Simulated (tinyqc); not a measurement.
Inside a calculation. Method: plane-wave Kohn-Sham cycle with exchange-only LDA in a layered model solid. One step of it, computed by the program tinyqc.

Task: Iteration 2: Hamiltonian at one k. H(m,m') = (k + G_m)^2/2 delta + V(G_m - G_m'), with V(-G) = V(G).

A solid whose potential varies along x alone (atomic units):
```
parameter                      value
period a                    6.000000
cross-section of the cell  15.000000
electrons per cell                 2
grid points                       16
plane waves -n..n, n               3
k points                           2
V1 in V1 cos(2 pi x/a)     -0.290000
```

V(G_m), m = 0, 1, 2, ... (hartree): [-0.276834, -0.142157, -0.000172, -0.000040, -0.000001, 0.000000, 0.000000]

k = 0.250000 2 pi / a

Give: H.

Result:

H (hartree), order -3, -2, -1, +0, +1, +2, +3:
$$\begin{pmatrix}
3.8698 & -0.1422 & -0.0002 & 0.0000 & 0.0000 & 0.0000 & 0.0000 \\
-0.1422 & 1.4024 & -0.1422 & -0.0002 & 0.0000 & 0.0000 & 0.0000 \\
-0.0002 & -0.1422 & 0.0316 & -0.1422 & -0.0002 & 0.0000 & 0.0000 \\
0.0000 & -0.0002 & -0.1422 & -0.2426 & -0.1422 & -0.0002 & 0.0000 \\
0.0000 & 0.0000 & -0.0002 & -0.1422 & 0.5799 & -0.1422 & -0.0002 \\
0.0000 & 0.0000 & 0.0000 & -0.0002 & -0.1422 & 2.4990 & -0.1422 \\
0.0000 & 0.0000 & 0.0000 & 0.0000 & -0.0002 & -0.1422 & 5.5147
\end{pmatrix}$$
